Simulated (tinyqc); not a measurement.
Absorber share: periodic multilayer mirror for extreme ultraviolet light.

s polarisation, vacuum above. q_j = sqrt(N_j^2 - sin^2 theta); interface r_jk = (q_j - q_k)/(q_j + q_k) exp(-2 (2 pi/lam)^2 q_j q_k sg^2) (Nevot-Croce; sg = 0 if not given); phase factor of a layer x_j = exp(4 pi i q_j d_j/lam). Each period has the spacer (thickness (1 - Gm) L) on top of the absorber (Gm L). In this recursion R is the amplitude; R in tables and results is the reflectance, its squared modulus. The substrate is of the spacer material. Starting with R = 0 in it, each interface upward gives R -> (r + R x)/(1 + r R x), x that of the layer below the interface (1 for the substrate).

Inputs chosen for the exercise (optical constants near those of Mo and Si at 13.5 nm; shifted at random, so the results belong to these values and not to a real crystal):
- lam = 13.5 nm (wavelength)
- dA = (0.0766, 0.00654) (delta and beta of the absorber, N = 1 - delta + i beta)
- dS = (0.0008, 0.00187) (delta and beta of the spacer and the substrate)
- theta = 6 degrees (angle from the normal)
- sg = 0.5 nm (interface roughness)
- Np = 20 (periods)

For each Gm the period is set so that lam_B = 2 L Re(mean q) equals lam - 0.09 nm.

Results:
```
Gm    L (nm)      R
0.15   6.826  0.217
0.20   6.853  0.323
0.25   6.879  0.413
0.30   6.906  0.481
0.35   6.934  0.529
0.40   6.961  0.558
0.45   6.989  0.572
0.50   7.017  0.572
0.60   7.073  0.535
0.70   7.130  0.443
```

How do the results move, and what explains it?

The largest value listed is 0.572 at 0.5. The contrast of a period goes as sin(pi Gm) and is largest at 0.5, while the loss grows with Gm; R is 0.572 at 0.5, 0.481 at 0.3 and 0.443 at 0.7. Contrast counts most here, so the best share lies near 0.5, a little below it through absorption.

Program tinyqc; command `OMP_NUM_THREADS=1 python tinyqc.py 1652596 1652597 out.jsonl`; about 0.01 s on one thread of a shared Intel(R) Xeon(R) Processor @ 2.30GHz.
